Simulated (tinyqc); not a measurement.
Power law or saturation: oxide trap near a transistor channel: two-state multiphonon kinetics, telegraph noise and bias instability. Computed by tinyqc, a small Python program. Command: `OMP_NUM_THREADS=1 python tinyqc.py 3026102 3026103 out.jsonl oxidetrap walk`. One thread of a shared host (Intel(R) Xeon(R) Processor @ 2.30GHz), about 0.01 s of CPU time with the checks.

An n-channel device under positive gate bias. The trap is empty (state 1) or holds an electron (state 2); both states are parabolas of equal curvature, and the electron reservoir is taken at the Fermi level of the channel.

Inputs (values chosen for the exercise, with an insulator like Al2O3 on silicon):

| quantity | value | unit |
|---|---|---|
| attempt rate k_0 at the interface | 3e+11 | 1/s |
| temperature T | 250 | K |
| mean capture barrier mu_c | 0.95 | eV |
| spread of the barriers s_c | 0.24 | eV |
| saturation shift dV_max | 330 | mV |

Parts treated: one trap and an ensemble.

Constants: k_B = 8.617333262e-05 eV/K.

Method. For a normal spread of capture barriers (given for the stress field, with depth and field not resolved, k_0 being taken as the effective rate of the ensemble), traps with barrier below k_B T ln(k_0 t) are filled: dV(t) = (dV_max/2) erfc((mu_c - k_B T ln(k_0 t))/(sqrt(2) s_c)); local exponent n = d ln dV/d ln t (central difference, factor 1.01 in t). The extrapolation continues the power law fitted through 10 s and 1000 s.

Against stress time:

| t (s) | shift (mV) | local exponent | power law (mV) | shift at T + 50 K (mV) |
|---|---|---|---|---|
| 1.00e-03 | 4.52 | 0.22953 | 6.98 | 10.48 |
| 1.00e-01 | 12.05 | 0.19668 | 13.90 | 28.70 |
| 1.00e+01 | 27.68 | 0.16488 | 27.68 | 63.98 |
| 1.00e+03 | 55.11 | 0.13447 | 55.11 | 117.67 |
| 1.00e+05 | 95.78 | 0.10591 | 109.73 | 181.86 |
| 1.00e+07 | 146.72 | 0.07977 | 218.47 | 242.17 |
| 3.00e+08 | 186.75 | 0.06241 | 363.32 | 276.91 |

What follows from these numbers?

The exponent falls from 0.230 to 0.062 as the front climbs the distribution, so the power law overstates the shift at 3e8 s (about ten years) by a factor 1.95. Heating by 50 K raises the shift at 1000 s by a factor 2.14: time and temperature enter only through T ln(k_0 t).
